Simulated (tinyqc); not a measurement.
From results back to parameters: phonon-assisted absorption at an indirect gap. Five cases, with inputs chosen for the exercise.

Problem. A slab transmits Tr = (1 - R)^2 x/(1 - R^2 x^2) with x = exp(-alpha d) and R = ((nr - 1)/(nr + 1))^2.

Find: x; alpha.

Method. Tr R^2 x^2 + (1 - R)^2 x - Tr = 0; take the positive root, then alpha = -ln(x)/d.

Case 1.

Values chosen (out of a larger set: loosely those of GaP at room temperature; Eg is not tied to T; not measured data): nr = 3.34 (refractive index); d = 1.6 micrometre (thickness).

Tr = 0.431284

Solution.

x = 0.8098
alpha = 1.32e+03 1/cm

Case 2.

Values chosen (out of a larger set: loosely those of Si at room temperature; Eg is not tied to T; not measured data): nr = 3.54 (refractive index); d = 1.8 micrometre (thickness).

Tr = 0.522319

Solution.

x = 0.9986
alpha = 7.87 1/cm

Case 3.

Values chosen (out of a larger set: loosely those of AlAs at room temperature; Eg is not tied to T; not measured data): nr = 3.12 (refractive index); d = 1.9 micrometre (thickness).

Tr = 0.507511

Solution.

x = 0.8871
alpha = 631 1/cm

Case 4.

Values chosen (out of a larger set: loosely those of SiGe at room temperature; Eg is not tied to T; not measured data): nr = 3.79 (refractive index); d = 2.2 micrometre (thickness).

Tr = 0.493219

Solution.

x = 0.9998
alpha = 1.01 1/cm

Case 5.

Values chosen (out of a larger set: loosely those of GaP at room temperature; Eg is not tied to T; not measured data): nr = 3.43 (refractive index); d = 140 micrometre (thickness).

Tr = 8.71806e-11

Solution.

x = 1.784e-10
alpha = 1.60e+03 1/cm

Computed by tinyqc, one run a case: `OMP_NUM_THREADS=1 python tinyqc.py N N+1 out.jsonl` with N = 1652341, 1652376, 1652466, 1652487, 1652589; one thread of a shared Intel(R) Xeon(R) Processor @ 2.30GHz, about 0.01 s a run at most.
